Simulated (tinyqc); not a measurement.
Worked calculation: Rayleigh-quotient iteration on a symmetric matrix. Computed by tinyqc, a small Python program that keeps every step. Settings: method = rayleigh, shift = 0.97. Command: `OMP_NUM_THREADS=1 python tinyqc.py 30625 30626 out.jsonl` (the two numbers bound the seeds that draw the settings). One thread of a shared host (Intel(R) Xeon(R) Processor @ 2.60GHz), about 0.01 s of CPU time with the checks.

## Step 1

A, lower triangle:
```
           1          2          3          4         5         6
1   0.037000
2  -0.085000   0.275000
3   0.042000  -0.003000   2.016000
4   0.032000  -0.128000  -0.020000   2.444000
5   0.278000  -0.334000  -0.016000  -0.286000  2.689000
6  -0.030000  -0.205000   0.071000  -0.006000  0.209000  2.820000
```

vector v at the start: 0.408248  0.408248  0.408248  0.408248  0.408248  0.408248

shift = 0.970000

solve (A - shift) w = v; v' = w/|w| with its largest component positive (the first on a tie); lambda = v'^T A v'; the next shift is lambda.

vector after step 1: 0.314977  0.767794  -0.428732  -0.280048  -0.193106  -0.108416

Rayleigh quotient after step 1 = 0.938365

## Step 2

As before.

vector after step 2: 0.333296  0.791352  0.347899  0.276374  0.232822  0.105130

Rayleigh quotient after step 2 = 0.552782

## Course of the iteration

Stop when the residual |A v - lambda v| is below 1e-9.

Steps:

| step | lambda | residual |
|---|---|---|
| 1 | 0.93836466 | 1.07e+00 |
| 2 | 0.55278215 | 8.10e-01 |
| 3 | 0.21501558 | 2.39e-01 |
| 4 | 0.21535199 | 1.34e-04 |
| 5 | 0.21535206 | 4.13e-11 |

all eigenvalues, for comparison: -0.006538  0.215352  2.007040  2.285135  2.695662  3.084348

Converged in 5 steps.
